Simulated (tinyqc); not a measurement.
## Gate work function from the charge

Problem. For an undoped double gate, Q = 8 eps0 eps_r Vt beta tan(beta)/ts with 0 < beta < pi/2, and at the source (Vg - dphi)/(2 Vt) - ln[(2/ts) sqrt(2 eps0 eps_r Vt/(q ni))] = ln(beta) - ln(cos beta) + 2 r beta tan(beta), r = eps_r tox/(eox ts). Find beta and dphi.

Values chosen for this exercise; material values close to those of silicon: temperature T = 400 K; relative permittivity of the semiconductor eps_r = 11.7; relative permittivity of the gate insulator eox = 22.4; insulator thickness tox = 13 nm; body thickness ts = 15 nm; gate voltage Vg = 0.35 V.

Constants: q = 1.602176634e-19 C, kB = 1.380649e-23 J/K, Vt = kB T/q, eps0 = 8.8541878128e-14 F/cm where lengths are in cm. Results are converted to the units shown.

Qs = 3.7974498 nC/cm^2
ni = 3.6836809e12 cm^-3

Solution. beta tan(beta) rises from 0 without bound on the interval, so the charge fixes beta; the second relation is then explicit in dphi.

beta = 0.141
dphi = 0.0600 V

Computed by the program tinyqc: `OMP_NUM_THREADS=1 python tinyqc.py 2440090 2440091 out.jsonl`, one thread of a shared Intel Xeon 2.30GHz, about 0.02 s for the whole run.
